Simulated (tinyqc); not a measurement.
Isotope shift of the local mode: vibrations of a mass or spring defect in a linear chain. Computed by tinyqc, a small Python program. Command: `OMP_NUM_THREADS=1 python tinyqc.py 3016503 3016504 out.jsonl localmode walk`. One thread of a shared host (Intel(R) Xeon(R) Processor @ 2.30GHz), about 0.01 s of CPU time with the checks.

A ring of N atoms with nearest-neighbour springs k and motion along the chain. Atom 1 is the defect, of mass M', and its two springs are k'. Odd sites are A (the defect replaces an A atom), even sites B.

Inputs (values chosen for the exercise, for a model chain):
```
quantity,value,unit
spring constant k,7.87,eV/angstrom^2
mass M_A,74.7,u
mass M_B,35.9,u
defect mass M',43.9,u
spring ratio k'/k at the defect,1,-
isotope mass step,2,u
```

Host: diatomic.

Constants: nu for 1 eV/(angstrom^2 u) = 15.6333042 THz.

Method:
- Host bands: lambda from 0 to 2k/M(heavy) and from 2k/M(light) to 2k (1/M_A + 1/M_B).
- nu = 15.6333042 THz x sqrt(lambda), lambda in eV/(angstrom^2 u).
- D_ii = (sum of the two springs at i)/M_i, D_ij = -k_ij/sqrt(M_i M_j) for neighbours, closed into a ring.
- The same matrix for 120 atoms; amplitudes are the mass-weighted eigenvector, in size, relative to the defect, for the highest mode; its weight is the squared component of the normalised eigenvector on the defect.
- Raise M' by the isotope step in the 120-atom ring. First order, good only for a step much smaller than M': Delta nu/nu = -(1/2) (weight on the defect) Delta M'/M'; a defect vibrating against fixed neighbours would give sqrt(M'/(M' + step)) - 1.

highest frequency, long ring = 13.2286 THz

weight of the highest mode on the defect = 0.333582

shift, exact = -0.71560 %

shift, first order = -0.75987 %

shift, fixed neighbours = -2.2029 %

What does the comparison show, and why?

The shift is 32 % of the fixed-neighbour value; all other atoms together carry 67 % of the kinetic energy of the mode.

Extremes, crossings and ranges named in words are read from the listed rows.
